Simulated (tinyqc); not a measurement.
Sheet resistance and Hall data of a diffused or implanted layer: one step, computed by the program tinyqc. Command: `OMP_NUM_THREADS=1 python tinyqc.py 3023166 3023167 out.jsonl layer walk`. One thread of a shared host (Intel(R) Xeon(R) Processor @ 2.30GHz), about 0.01 s of CPU time with the checks.

Carriers are taken equal to the net active doping down to the junction (full ionisation, which deep dopants in wide-gap hosts do not reach; no spill-over, no depletion), and the Hall factor is 1.

Task: What the probes read. Collinear four-point probe on a large thin layer: V = I R_s ln(2)/pi. Van der Pauw on a symmetric sample: R = R_s ln(2)/pi as well. Hall voltage V_H = I B/(e x Hall sheet density); tangent of the Hall angle V_H/(I R_s).

Inputs (values chosen for the exercise, modelled on donors in GaAs): probe current I = 0.5 mA; magnetic field B = 0.5 T.

Profile: Gaussian at the surface. Activation: complete.

sheet resistance R_s = 165.7155 ohm

Hall sheet density = 1.061417e+13 1/cm^2

Constants: e = 1.602176634e-19 C.

Give: four-point voltage; Hall voltage; tangent of the Hall angle.

Result:

four-point voltage = 18.281 mV

Hall voltage = 14.701 mV

tangent of the Hall angle = 0.17742
